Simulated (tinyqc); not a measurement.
## MOSFET in the linear regime without short-channel effects, parameter extraction from computed curves: extraction methods against the temperature

Inversion charge Q = Cox n Vt W0(exp((Vg - VT)/(n Vt))), W0 the Lambert function and n = nf; u = Q/Cox; mobility mu = mu0/(1 + th1 u + th2 u^2); channel resistance Rch = (L - dL)/(W mu Q); Id = Vd/(Rch + Rsd/W). Cox = eps0 eox/tox. Small Vd, no channel-length or drain effects.

From the continuous curve Id(Vg): tangent at peak gm (V_ext = Vg - Id/gm); constant current Id = 0.1 uA W/L; peak of d2Id/dVg2; Y = Id/sqrt(gm) drawn through Vg = VT + 0.6 and VT + 0.8 V, with intercept VT_Y and slope s. Mobilities gm,max L/(W Cox Vd) and s^2 L/(W Cox Vd) with the drawn L. Last column: share of Rsd/W in the total resistance at VT + 0.8 V.

Inputs (values chosen for the exercise); channel values of the order met in silicon transistors: relative permittivity of the gate insulator (close to silicon nitride) eox = 7.51; insulator thickness tox = 2.9 nm; low-field mobility mu0 = 270 cm^2/(V s); first mobility attenuation factor th1 = 0.34 1/V; second mobility attenuation factor th2 = 0.26 1/V^2; threshold voltage VT = 0.31 V; body factor nf = 1.39; gate width W = 1 um; drawn gate length L = 0.76 um; drawn less effective length dL = 0.013 um; source plus drain resistance Rsd = 180 ohm um; drain voltage Vd = 0.01 V.

Constants: q = 1.602176634e-19 C, kB = 1.380649e-23 J/K, Vt = kB T/q, eps0 = 8.8541878128e-14 F/cm where lengths are in cm. Results are converted to the units shown.

Extraction methods against the temperature:

| T (K) | V_ext (V) | constant current (V) | second derivative (V) | VT_Y (V) | mobility from gm (cm^2/(V s)) | mobility from Y (cm^2/(V s)) | series share (%) |
|---|---|---|---|---|---|---|---|
| 77 | 0.317 | 0.331 | 0.308 | 0.411 | 227 | 386 | 7.45 |
| 110 | 0.317 | 0.329 | 0.307 | 0.414 | 219 | 376 | 7.38 |
| 150 | 0.317 | 0.324 | 0.305 | 0.416 | 211 | 365 | 7.30 |
| 220 | 0.315 | 0.313 | 0.302 | 0.418 | 200 | 348 | 7.18 |
| 300 | 0.310 | 0.297 | 0.299 | 0.417 | 189 | 331 | 7.07 |
| 370 | 0.304 | 0.281 | 0.295 | 0.415 | 182 | 318 | 6.98 |
| 450 | 0.297 | 0.261 | 0.291 | 0.411 | 174 | 304 | 6.89 |

What does the comparison show?

The model has VT = 0.31 V and mu0 = 270 cm^2/(V s). Over the table the extracted thresholds move by 21 mV (tangent), 71 mV (constant current), 17 mV (second derivative), 6.8 mV (Y function). The mobility from gm falls from 227 to 174 and that from Y falls from 386 to 304 cm^2/(V s).

tinyqc, about 0.01 s, one thread, Intel Xeon 2.30GHz (shared host): `OMP_NUM_THREADS=1 python tinyqc.py 2210160 2210161 out.jsonl`
